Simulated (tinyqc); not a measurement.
Worked calculation: tight binding, honeycomb lattice. One step of it, computed by the program tinyqc.

Task: Bloch Hamiltonian at K. H_AB = -t1 (1 + exp(-i k.a1) + exp(-i k.a2)); H_AA = delta - 2 t2 sum cos(k.b + phi), H_BB = -delta - 2 t2 sum cos(k.b - phi), b = a1, a2 - a1, -a2.

Parameters chosen for this model:
```
parameter     value                        unit
t1         1.780000                 eV, nearest
t2         0.270000       eV, second neighbours
phi               0  rad, phase of t2 (Haldane)
delta      0.860000          eV, +/- on A and B
```

k point K (fractions of the reciprocal vectors): 0.333333  0.666667

Give: H(k) at K.

Result:

H(k) at K (eV):
```
        A        B
A  1.6700   0.0000
B  0.0000  -0.0500
```
